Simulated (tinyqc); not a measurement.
# Planar ballistic transistor, top-of-the-barrier model: effect of the temperature

At the top of the source barrier, states moving towards the drain are filled by the source (Fermi level 0) and states moving back by the drain (Fermi level -q Vd); nothing scatters. U is the shift of the band edge there, set by the capacitances CG, CD and CS (the total) and by the charge. Parabolic two-dimensional band; the source is grounded.

N0 = gv m kB T/(pi hbar^2), CG = eps0 eox/tox, vT = sqrt(2 kB T/(pi m)), CS = CG/aG, n0 = n at U = 0 and Vd = 0. eta1 = -(E0 + U)/Vt, eta2 = eta1 - Vd/Vt, n = (N0/2)[F_0(eta1) + F_0(eta2)], F_0(x) = ln(1 + exp x). U = UL + q (n - n0)/CS with UL = -(aG Vg + aD Vd), energies in eV. I = q (N0/2) vT [F_(1/2)(eta1) - F_(1/2)(eta2)] per width, F_(1/2)(x) = (2/sqrt(pi)) int_0^infinity u^(1/2)/(1 + exp(u - x)) du. CQ = (q/Vt) dn/d(eta1). E0 is held fixed.

Values chosen for this exercise; mass and valleys made up:
- m = 0.0663 m0 (effective mass)
- gv = 4 (valley degeneracy)
- eox = 7.5 (relative permittivity of the gate insulator)
- tox = 3.2 nm (insulator thickness)
- aG = 0.8 (gate control CG/CS)
- aD = 0.066 (drain control CD/CS)
- E0 = 0.32 eV (band edge at the barrier top above the source Fermi level at zero bias)
- Vg = 0.8 V (gate voltage)
- Vd = 0.8 V (drain voltage)

Constants: q = 1.602176634e-19 C, kB = 1.380649e-23 J/K, hbar = 1.054571817e-34 J s, m0 = 9.1093837015e-31 kg, Vt = kB T/q, eps0 = 8.8541878128e-14 F/cm where lengths are in cm. Results are converted to the units shown.

Effect of the temperature:
```
T (K)    eta1  n (cm^-2)  I (uA/um)  mean velocity I/(q n) (cm/s)   CQ/CS
50     19.570  4.6706e12     2131.1                      2.8479e7  3.4212
77     12.708  4.6706e12     2140.6                      2.8605e7  3.4212
120    8.1539  4.6707e12     2164.2                      2.8921e7  3.4202
180    5.4327  4.6715e12     2214.4                      2.9587e7  3.4063
240    4.0639  4.6750e12     2281.7                      3.0463e7  3.3634
300    3.2317  4.6832e12     2361.7                      3.1476e7  3.2912
360    2.6661  4.6968e12     2450.8                      3.2568e7  3.1988
420    2.2526  4.7164e12     2546.6                      3.3701e7  3.0958
```

What does the table show?

As T goes from 50 to 420 K, n rises from 4.67e12 to 4.72e12 cm^-2, the mean velocity rises from 2.85e7 to 3.37e7 cm/s and the current rises from 2130 to 2550 uA/um. CQ/CS goes from 3.4 to 3.1.

Numbers from tinyqc (`OMP_NUM_THREADS=1 python tinyqc.py 2400012 2400013 out.jsonl`; about 0.01 s on one thread of a shared Intel Xeon 2.30GHz).
